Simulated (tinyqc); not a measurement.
RHF in the sto-3g basis, for H3+, spin multiplicity 1, step by step. Computed by tinyqc, a small Python program that keeps every step (integrals from PySCF). Settings: charge = 1, multiplicity = 1, basis = sto-3g, energy threshold = 1e-08, iteration cap = 65, orthogonalisation = symmetric, start = Wolfsberg-Helmholz matrix, DIIS depth = 0, shift = 0.5, method = RHF. Command: `OMP_NUM_THREADS=1 python tinyqc.py 23008 23009 out.jsonl` (the two numbers bound the seeds that draw the settings). One thread of a shared host (Intel(R) Xeon(R) Processor @ 2.60GHz), about 0.04 s of CPU time with the checks. Later iterations appear only in the table of the cycle.

## One-electron integrals

Geometry (angstrom):
```
atom         x         y         z
H     0.000000  0.000000  0.000000
H     0.000000  0.000000  1.047000
H     0.000000  0.907000  0.524000
```

Basis sto-3g: exponents (1/bohr^2) and contraction coefficients of normalised primitives:
```
element  l (shell)  exponent  coefficient
H            s (1)  3.425251     0.154329
H            s (1)  0.623914     0.535328
H            s (1)  0.168855     0.444635
```

Overlap, kinetic and nuclear-attraction integrals over the contracted functions; the nuclear repulsion is the sum of Za Zb / Rab.

nuclear repulsion = 1.51604017 hartree

overlap S, lower triangle:
```
          1H 1s     2H 1s     3H 1s
1H 1s  1.000000
2H 1s  0.469228  1.000000
3H 1s  0.468951  0.469236  1.000000
```

kinetic energy T (hartree), lower triangle:
```
          1H 1s     2H 1s     3H 1s
1H 1s  0.760032
2H 1s  0.094792  0.760032
3H 1s  0.094631  0.094797  0.760032
```

nuclear attraction V (hartree), lower triangle:
```
           1H 1s      2H 1s      3H 1s
1H 1s  -2.211432
2H 1s  -0.983833  -2.211641
3H 1s  -0.983164  -0.983853  -2.211438
```

core Hamiltonian H = T + V (hartree), lower triangle:
```
           1H 1s      2H 1s      3H 1s
1H 1s  -1.451400
2H 1s  -0.889040  -1.451609
3H 1s  -0.888532  -0.889056  -1.451406
```

## Two-electron integrals

Functions are numbered as in S; the eight-fold symmetry (ij|kl) = (ji|kl) = (kl|ij) leaves the list below.

Two-electron integrals (ij|kl) in chemists' order, unique and non-zero (hartree):
```
(11|11) 0.774606   (21|11) 0.288130   (21|21) 0.139346   (22|11) 0.463001
(22|21) 0.288130   (22|22) 0.774606   (31|11) 0.287917   (31|21) 0.124738
(31|22) 0.228198   (31|31) 0.139165   (32|11) 0.228285   (32|21) 0.124809
(32|22) 0.288137   (32|31) 0.124740   (32|32) 0.139352   (33|11) 0.462849
(33|21) 0.228282   (33|22) 0.463006   (33|31) 0.287917   (33|32) 0.288137
(33|33) 0.774606
```

## Orthogonalisation

S = U s U^T; symmetric (Loewdin) form X = U s^(-1/2) U^T, so that X^T S X = 1.

eigenvalues of S: 0.530674  0.531049  1.938277

X, lower triangle:
```
           1H 1s      2H 1s     3H 1s
1H 1s   1.154366
2H 1s  -0.218162   1.154523
3H 1s  -0.217881  -0.218171  1.154370
```

## Starting guess

The start is the generalised Wolfsberg-Helmholz matrix (K = 1.75) built on H; D = 2 C_occ C_occ^T.

D at the start, lower triangle:
```
          1H 1s     2H 1s     3H 1s
1H 1s  0.343812
2H 1s  0.344010  0.344209
3H 1s  0.343818  0.344016  0.343824
```

## Iteration 1: building the Fock matrix

J_ij = sum D_kl (ij|kl), K_ij = sum D_kl (ik|jl); F = H + J - 0.5 K; E = tr D H + tr D J / 2 - 0.25 tr D K + E_nn.

Coulomb J (hartree), lower triangle:
```
          1H 1s     2H 1s     3H 1s
1H 1s  1.138115
2H 1s  0.544249  1.138407
3H 1s  0.543872  0.544260  1.138124
```

exchange K (hartree), lower triangle:
```
          1H 1s     2H 1s     3H 1s
1H 1s  0.844176
2H 1s  0.691158  0.844757
3H 1s  0.690815  0.691168  0.844194
```

Fock matrix F (hartree), lower triangle:
```
           1H 1s      2H 1s      3H 1s
1H 1s  -0.735373
2H 1s  -0.690371  -0.735581
3H 1s  -0.690067  -0.690380  -0.735379
```

total energy of this density = -1.24167345 hartree

## Iteration 1: diagonalisation and new density

A level shift of 0.5 hartree raises the virtual space: F + shift (S - S D(s) S), with D(s) the density of one spin (D/2). Diagonalise F' = X^T F X, C = X C', fill 1 alpha and 1 beta electrons from the bottom; D = 2 C_occ C_occ^T. Each column has its largest component positive (the first on a tie).

F' = X^T F X (hartree), lower triangle:
```
           1          2          3
1  -0.087254
2  -0.502324  -0.087357
3  -0.501936  -0.502335  -0.087257
```

orbital energies (hartree): MO1 -1.091686, MO2 0.414681, MO3 0.415138

coefficients C:
```
            MO1        MO2        MO3
1H 1s  0.414633   0.977540  -0.547833
2H 1s  0.414821  -0.014580   1.120637
3H 1s  0.414639  -0.962948  -0.573103
```

D after iteration 1, lower triangle:
```
          1H 1s     2H 1s     3H 1s
1H 1s  0.343841
2H 1s  0.343997  0.344153
3H 1s  0.343846  0.344001  0.343850
```

## Iteration 2: building the Fock matrix

As before.

Coulomb J (hartree), lower triangle:
```
          1H 1s     2H 1s     3H 1s
1H 1s  1.138126
2H 1s  0.544247  1.138387
3H 1s  0.543876  0.544258  1.138134
```

exchange K (hartree), lower triangle:
```
          1H 1s     2H 1s     3H 1s
1H 1s  0.844200
2H 1s  0.691150  0.844713
3H 1s  0.690831  0.691160  0.844215
```

Fock matrix F (hartree), lower triangle:
```
           1H 1s      2H 1s      3H 1s
1H 1s  -0.735374
2H 1s  -0.690369  -0.735579
3H 1s  -0.690071  -0.690378  -0.735380
```

total energy of this density = -1.24167345 hartree

## Iteration 2 (converged): orbitals

Diagonalise F' = X^T F X, C = X C', fill 1 alpha and 1 beta electrons from the bottom; D = 2 C_occ C_occ^T. Each column has its largest component positive (the first on a tie).

F' = X^T F X (hartree), lower triangle:
```
           1          2          3
1  -0.420632
2  -0.335633  -0.420603
3  -0.335319  -0.335643  -0.420631
```

orbital energies (hartree): MO1 -1.091686, MO2 -0.085313, MO3 -0.084868

coefficients C:
```
            MO1        MO2        MO3
1H 1s  0.414644   0.977539  -0.547827
2H 1s  0.414800  -0.014579   1.120645
3H 1s  0.414649  -0.962949  -0.573094
```

D after iteration 2, lower triangle:
```
          1H 1s     2H 1s     3H 1s
1H 1s  0.343859
2H 1s  0.343989  0.344118
3H 1s  0.343863  0.343992  0.343867
```

## Convergence

Stop when the energy changes by less than 1e-08 hartree and every element of the error matrix X^T (F D S - S D F) X is below 3e-05.

Course of the cycle:
```
iteration  E (hartree)     change  largest element of the error matrix
1          -1.24167345          -                             6.49e-05
2          -1.24167345  -3.85e-09                             2.70e-05
```

PySCF RHF in the same basis = -1.24167345 hartree

Converged in 2 iterations.

## Populations, bond orders and dipole

Mulliken: Z minus the diagonal of D S on the atom; Loewdin: the same with S^(1/2) D S^(1/2); Mayer order: 2 sum_s sum (D(s) S)_ij (D(s) S)_ji over the two atoms.

Charges (e):
```
atom  Mulliken   Loewdin
1H    0.333477  0.333468
2H    0.333059  0.333076
3H    0.333464  0.333456
```

Mayer bond orders:
```
pair     order
2-1   0.444532
3-1   0.444262
3-2   0.444540
```

dipole moment about the origin, x y z (debye): 0.000000  1.452739  2.514228
